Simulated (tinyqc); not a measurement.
# Changing the total solute fraction x0

Model: equilibrium and kinetic segregation of a solute to boundaries and growing surfaces. Computed by tinyqc, a small Python program. Command: `OMP_NUM_THREADS=1 python tinyqc.py 3024375 3024376 out.jsonl segreg sweep`. One thread of a shared host (Intel(R) Xeon(R) Processor @ 2.30GHz), about 0.01 s of CPU time with the checks.

Inputs (values chosen for the exercise, for a model alloy):
```
quantity                             value        unit
segregation energy Q                 0.386          eV
interaction z w (positive attracts)   0.11          eV
temperature T                         1225           K
grain size d                            56          nm
boundary thickness delta              0.35          nm
atomic volume Omega                   20.4  angstrom^3
clean boundary energy gamma_0          0.7       J/m^2
mixing                                 0.5           -
```

Isotherm: Fowler-Guggenheim.

Constants: k_B = 8.617333262e-05 eV/K; 1 eV/angstrom^2 = 16.02176634 J/m^2.

Method:
- With theta the solute fraction on boundary sites and x that in the grains, theta/(1 - theta) = [x/(1 - x)] exp[(Q + z w theta)/(k_B T)].
- The coverage theta_inf is that for x = x0. Start at theta = 0; theta(new) = theta + mixing (theta(out) - theta); stop below 1e-10, 80 steps at most.
- Finite grains: boundary sites are the fraction f = 3 delta/d, and x0 = (1 - f) x + f theta; solve both equations for theta; share at boundaries = f theta/x0.
- Gibbs adsorption for this isotherm in a dilute matrix: gamma = gamma_0 + Gam_0 [k_B T ln(1 - theta) + z w theta^2/2], Gam_0 = delta/Omega sites per area.

One run for each value; columns: (1) total solute fraction x0; (2) coverage theta_inf; (3) coverage theta; (4) fraction x left in the grains; (5) boundary energy gamma (J/m^2):
```
(1)              (2)         (3)         (4)      (5)
1.00e-05  3.8731e-04  2.2683e-04  5.8567e-06  0.69993
2.90e-05  1.1232e-03  6.5782e-04  1.6984e-05  0.69981
8.40e-05  3.2540e-03  1.9055e-03  4.9194e-05  0.69945
2.40e-04  9.3006e-03  5.4450e-03  1.4054e-04  0.69842
7.10e-04  2.7539e-02  1.6114e-02  4.1566e-04  0.69533
2.10e-03  8.1496e-02  4.7691e-02  1.2288e-03  0.68616
5.90e-03  2.2520e-01  1.3377e-01  3.4566e-03  0.66103
1.70e-02  5.4053e-01  3.7091e-01  1.0237e-02  0.58631
5.00e-02  8.2858e-01  7.6413e-01  3.6354e-02  0.36913
```

Describe and explain the trends.

Over the rows, coverage theta_inf rises from 3.87e-4 to 0.829 (exponent d ln y / d ln x 1.0 between the first rows and 0.40 between the last); coverage theta rises from 2.27e-4 to 0.764 (exponent d ln y / d ln x 1.0 between the first rows and 0.67 between the last); fraction x left in the grains rises from 5.86e-6 to 0.0364 (exponent d ln y / d ln x 1.00 between the first rows and 1.2 between the last). At the low end the exponent of coverage theta_inf is 1.00, close to 1: Henry's-law regime. At the low end the exponent of fraction x left in the grains is 1.00, close to 1: x in the grains is proportional to x0.

Caution (rows 0.0170, 0.0500): so much solute in the grains may exceed the solubility and is no longer dilute. Caution (rows 0.0500): near saturation a single segregation energy is a poor picture.
